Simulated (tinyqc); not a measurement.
Straight dislocations in isotropic elasticity: fields, energies, partials, Peierls stress and walls. Inputs raised by 5 %, one at a time. Computed by tinyqc, a small Python program. Command: `OMP_NUM_THREADS=1 python tinyqc.py 3022679 3022680 out.jsonl disloc sens`. One thread of a shared host (Intel(R) Xeon(R) Processor @ 2.30GHz), about 0.01 s of CPU time with the checks.

The line runs along z, the glide plane is y = 0, and beta is the angle between b and the line (0 screw, 90 degrees edge): b_e = b sin(beta) along +x with the extra half plane at y > 0, b_s = b cos(beta). Stress is positive in tension.

Inputs (values chosen for the exercise, modelled on silicon):
```
quantity,value,unit
shear modulus G,66.5,GPa
Poisson ratio nu,0.227,-
Burgers vector b,3.84,angstrom
dislocation density rho,5.1e+10,1/m^2
core radius r0/b,1.5,-
unstable fault energy gamma_us,2240,mJ/m^2
source length l,270,nm
```

Character: 60-degree.

Constants: 1 eV/angstrom^3 = 160.2176634 GPa.

Method:
- Energy factor K = G [cos^2(beta) + sin^2(beta)/(1 - nu)].
- E = K b^2/(4 pi) ln(R/r0) with R = 1/(2 sqrt(rho)); tension T = E + d^2E/d(beta)^2 = G b^2 [1 + nu - 3 nu sin^2(beta)]/(4 pi (1 - nu)) ln(R/r0). The core energy is taken into r0.
- Misfit energy gamma(u) = (gamma_us/2)(1 - cos(2 pi u/b)), so the largest restoring stress is tau_max = pi gamma_us/b; u(x) = b/2 + (b/pi) arctan(x/zeta), zeta = K b/(4 pi tau_max). Summing the misfit energy over atomic rows a' apart gives, for a wide core, W_P = (K b^2/pi) exp(-2 pi zeta/a') and sigma_P = (K b/a') exp(-2 pi zeta/a'); a' = b/2 for edge and 30-degree lines, b sqrt(3)/2 for screw and 60-degree lines.
- Frank-Read source, averaged over the loop: tau = G b/(2 pi l) [(1 - nu/2)/(1 - nu)] ln(l/r0). Taylor hardening: tau = 0.3 G b sqrt(rho).

Runs:
```
input moved,from,to,line energy E (eV/nm),Peierls stress sigma_P (MPa),Taylor stress (MPa),half width zeta (angstrom)
base run,-,-,49.055,7269.0,1.7301,1.3531
shear modulus G (GPa),66.5,69.825,51.508,6716.6,1.8166,1.4207
Poisson ratio nu,0.227,0.23835,49.637,7135.7,1.7301,1.3691
Burgers vector b (angstrom),3.84,4.032,53.764,6396.8,1.8166,1.4918
dislocation density rho (1/m^2),5.1e+10,5.355e+10,48.910,7269.0,1.7728,1.3531
unstable fault energy gamma_us (mJ/m^2),2240,2352,49.055,8210.0,1.7301,1.2886
source length l (nm),270,283.5,49.055,7269.0,1.7301,1.3531
core radius r0/b,1.5,1.575,48.765,7269.0,1.7301,1.3531
```

Exponents ln(y'/y) / ln(x'/x):
```
input,line energy E,Peierls stress sigma_P,Taylor stress,half width zeta
shear modulus G,1.000,-1.620,1.0,1.000
Poisson ratio nu,0.241,-0.379,0.0,0.241
Burgers vector b,1.878,-2.620,1.0,2.000
dislocation density rho,-0.061,0.000,0.5,0.000
unstable fault energy gamma_us,0.000,2.495,0.0,-1.000
source length l,0.000,0.000,0.0,0.000
core radius r0/b,-0.122,0.000,0.0,0.000
```

Which inputs matter most for each result?

Among the inputs moved here: line energy E answers most in size to Burgers vector b (exponent +1.878), next to shear modulus G (+1.000); its exponent is below 0.0005 for unstable fault energy gamma_us, source length l. Its exponent +1.000 in shear modulus G: linear elasticity. Peierls stress sigma_P answers most in size to Burgers vector b (exponent -2.620), next to unstable fault energy gamma_us (+2.495); its exponent is below 0.0005 for dislocation density rho, source length l, core radius r0/b. Taylor stress answers most in size to shear modulus G (exponent +1.000), and about equally to Burgers vector b (+1.000); its exponent is below 0.0005 for Poisson ratio nu, unstable fault energy gamma_us, source length l, core radius r0/b. Its exponent +0.500 in dislocation density rho: the forest spacing is rho^(-1/2). Half width zeta answers most in size to Burgers vector b (exponent +2.000), next to shear modulus G (+1.000); its exponent is below 0.0005 for dislocation density rho, source length l, core radius r0/b. Its exponent -1.000 in unstable fault energy gamma_us: a stiffer glide plane narrows the core.

Caution (all rows): for a core this narrow higher harmonics of the row sum matter and the wide-core formula is rough. Caution (all rows): in covalent crystals lines are dissociated and reconstructed and move by kinks, so this sinusoidal model gives only the trend. Caution (all rows): in covalent crystals the flow stress is largely set by thermally activated glide over the Peierls barrier, which the source and Taylor stresses leave out.
